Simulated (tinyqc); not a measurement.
The whole curve: space-charge-limited current through a thin insulating or semi-insulating film with traps. Computed by tinyqc, a small Python program. Command: `OMP_NUM_THREADS=1 python tinyqc.py 3030023 3030024 out.jsonl sclc walk`. One thread of a shared host (Intel(R) Xeon(R) Processor @ 2.30GHz), about 0.01 s of CPU time with the checks.

One ohmic injecting contact at x = 0 (field zero), drift only, non-degenerate free carriers.

Inputs (values chosen for the exercise, modelled on semi-insulating GaAs):

| quantity | value | unit |
|---|---|---|
| permittivity eps | 12.9 | - |
| band mobility mu | 2500 | cm^2/(V s) |
| effective density of states N_c | 4.8e+17 | 1/cm^3 |
| trap density N_t | 3.5e+17 | 1/cm^3 |
| equilibrium Fermi level below the band edge, E_0 | 0.79 | eV |
| thickness d | 320 | nm |
| temperature T | 300 | K |
| characteristic temperature T_c | 700 | K |

Traps: exponential tail.

Constants: k_B = 8.617333262e-05 eV/K; eps_0 = 8.8541878128e-12 F/m; e = 1.602176634e-19 C.

Method:
- Free density n_0 = N_c exp(-E_0/k_B T) in equilibrium; trapped density n_t(n) = N_t (n/N_c)^(T/T_c) (the low-temperature form).
- J = e mu n F and (eps eps_0/e) dF/dx = n - n_0 + n_t(n) - n_t(n_0) = rho(n). With F = J/(e mu n): d = (eps eps_0 J/(e^2 mu)) I_1 and V = (eps eps_0 J^2/(e^3 mu^2)) I_2, I_k = int_(n_L)^infinity dn/(n^(k+1) rho(n)), n_L the density at the anode; with u = n_L/n, 200 Gauss-Legendre points in t, u = 1 - (1 - t)^2.
- The last column is d ln J/d ln V up to the next row.

Current against voltage:

| n_L (1/cm^3) | V (V) | J (A/cm^2) | slope |
|---|---|---|---|
| 2.70e+04 | 1.4689e-05 | 6.2190e-12 | 2.0766 |
| 3.50e+05 | 2.0432e-04 | 1.4722e-09 | 3.0183 |
| 4.60e+06 | 7.4079e-04 | 7.1835e-08 | 3.2316 |
| 5.90e+07 | 2.3307e-03 | 2.9173e-06 | 3.2996 |
| 7.70e+08 | 7.1285e-03 | 1.1668e-04 | 3.3220 |
| 1.00e+10 | 2.1512e-02 | 4.5759e-03 | 3.3288 |
| 1.30e+11 | 6.4722e-02 | 1.7900e-01 | 3.3284 |
| 1.70e+12 | 1.9522e-01 | 7.0591e+00 | 3.3171 |
| 2.20e+13 | 5.8913e-01 | 2.7535e+02 | 3.2692 |
| 2.80e+14 | 1.8036e+00 | 1.0678e+04 | 3.1066 |
| 3.70e+15 | 6.0955e+00 | 4.6931e+05 | 2.7447 |
| 4.80e+16 | 2.5955e+01 | 2.5031e+07 | - |

What does the comparison show, and why?

The slope starts at 2.08, peaks at 3.3 between 0.0215 and 0.0647 V and ends at 2.74. Rows below 0.26 V (10 k_B T/e) are formal, since diffusion from the contact rules there. Self-heating is left out, although J V exceeds 1e5 W/cm^2 at the last row. The last rows ignore velocity saturation (mu V/d above 1e7 cm/s). An exponential tail gives the power law T_c/T + 1 = 3.33, which the middle rows approach.

Extremes, crossings and ranges named in words are read from the listed rows.
